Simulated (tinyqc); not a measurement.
# Raman shift of the zone-centre optical phonon of a diamond-structure crystal under stress, step by step

A worked calculation. Computed by tinyqc, a small Python program that keeps every step. Command: `OMP_NUM_THREADS=1 python tinyqc.py 3004828 3004829 out.jsonl ramanstress walk`. One thread of a shared host (Intel(R) Xeon(R) Processor @ 2.30GHz), about 0.01 s of CPU time with the checks. Intermediate numbers are printed to about 6 digits and carried at full precision; extremes and crossings named in words are read from the listed rows.

Axes x, y, z are the cube axes. Strain shifts the threefold optical mode and can split it; p, q and r are the phonon deformation potentials.

Inputs (values chosen for the exercise, modelled on silicon):
```
quantity                             value      unit
unstrained frequency omega_0         520.7      1/cm
p/omega_0^2                          -1.91         -
q/omega_0^2                          -2.32         -
r/omega_0^2                         -0.687         -
C11                                  164.2       GPa
C12                                  63.56       GPa
C44                                  80.47       GPa
stress sigma (tension positive)        2.7       GPa
polarisation angle phi                  60    degree
temperature coefficient d omega/dT  -0.022  1/(cm K)
local temperature T                    450         K
laser wavelength                       488        nm
```

Stress state: hydrostatic. Axis: none.

Constants: h = 6.62607015e-34 J s; c = 299792458 m/s; k_B = 1.380649e-23 J/K.

## Compliances

S11 = (C11 + C12)/D, S12 = -C12/D, D = (C11 - C12)(C11 + 2 C12), S44 = 1/C44.

S11 = 7.76849 1/TPa

S12 = -2.16792 1/TPa

S44 = 12.4270 1/TPa

## Stress and strain tensors

Hydrostatic stress: sigma_ij = sigma delta_ij. eps_xx = S11 sigma_xx + S12 (sigma_yy + sigma_zz), and cyclic; eps_xy = S44 sigma_xy/2 (tensor strain).

stress (GPa):
```
     x    y    z
x  2.7  0.0  0.0
y  0.0  2.7  0.0
z  0.0  0.0  2.7
```

strain (per mille):
```
         x        y        z
x  9.26816  0.00000  0.00000
y  0.00000  9.26816  0.00000
z  0.00000  0.00000  9.26816
```

volume strain = 27.8045 per mille

## Secular matrix and shifts

Secular matrix: M_xx = p eps_xx + q (eps_yy + eps_zz), M_xy = 2 r eps_xy; its eigenvalues are omega^2 - omega_0^2, and the shifts are these over 2 omega_0.

M/(2 omega_0) (1/cm):
```
          x         y         z
x  -15.8049    0.0000    0.0000
y    0.0000  -15.8049    0.0000
z    0.0000    0.0000  -15.8049
```

shifts, in rising order (1/cm): -15.8049  -15.8049  -15.8049

The three modes stay degenerate. Tension softens every mode.

## Mean shift and Grueneisen parameter

gamma = -(p + 2q)/(6 omega_0^2); the mean of the three shifts is -gamma omega_0 x (volume strain).

mode Grueneisen parameter gamma = 1.09167

mean shift = -15.8049 1/cm

## The line seen from a (001) surface

Backscattering from a (001) surface: incident polarisation (cos phi, sin phi, 0). With Raman tensors (R_z)_xy = (R_z)_yx = 1 and cyclic, only the z component u_z of a mode counts: I = u_z^2 sin^2(2 phi) for parallel and u_z^2 cos^2(2 phi) for crossed polarisers. An unresolved line sits at the intensity-weighted shift, which is M_zz/(2 omega_0).

total intensity, parallel = 0.75

total intensity, crossed = 0.25

shift of the observed line = -15.8049 1/cm

shift per stress = -5.85367 1/(cm GPa)

stress per shift = -170.833 MPa cm

The z-polarised mode is an eigenmode here, so one line is seen. Caution: this stress has components normal to the (001) face, so it cannot reach a free (001) surface; it can act on buried material.

## The same stress in different states

Uniaxial: sigma n n^T; biaxial: sigma (1 - n n^T); hydrostatic: sigma 1. The line seen from (001) is taken as unresolved, at the intensity-weighted shift M_zz/(2 omega_0).

Shifts (1/cm):
```
state                    lowest    middle   highest  line seen from (001)
uniaxial [100]          -6.2229   -6.2229   -3.3591               -6.2229
uniaxial [110]          -7.7917   -6.2229   -1.7904               -6.2229
uniaxial [001]          -6.2229   -6.2229   -3.3591               -3.3591
uniaxial [111]          -9.2692   -3.2679   -3.2679               -5.2683
biaxial, normal [001]  -12.4458   -9.5820   -9.5820              -12.4458
biaxial, normal [111]  -12.5370  -12.5370   -6.5358              -10.5366
hydrostatic            -15.8049  -15.8049  -15.8049              -15.8049
```

Seen from (001), uniaxial stress along [100] and along [110] give the same shift (-6.223), and equal biaxial stress in the plane gives twice as much (-12.446), since only sigma_xx + sigma_yy and sigma_zz enter M_zz. Stress along [001] gives -3.359. One measured shift therefore fixes the stress only once its state is assumed: read as uniaxial in the plane, a shift implies twice the stress that it does read as biaxial. In the two [111] rows the modes seen are split by 6.0 per cm, more than a line width, so two lines appear there in place of one.

## Heating mistaken for stress

A temperature above 300 K shifts the line by (d omega/dT)(T - 300 K); divided by the shift per stress it poses as a stress; the total shift adds it to the shift of the observed line. The anti-Stokes to Stokes ratio is [(omega_L + omega_0)/(omega_L - omega_0)]^3 exp(-h c omega_0/(k_B T)) in photon counts, omega_L = 1/wavelength, resonance effects left out.

thermal shift = -3.3 1/cm

apparent stress from heating = 0.563748 GPa

total shift = -19.1049 1/cm

anti-Stokes/Stokes ratio = 0.220396

Heating poses as tension, 21 % of the true stress in size; the intensity ratio gives T apart from the shift.

Checks made by the program: mean of the eigenvalues against the trace rule (relative difference below 1e-10); weighted mean of the modes against M_zz (relative difference below 1e-10).
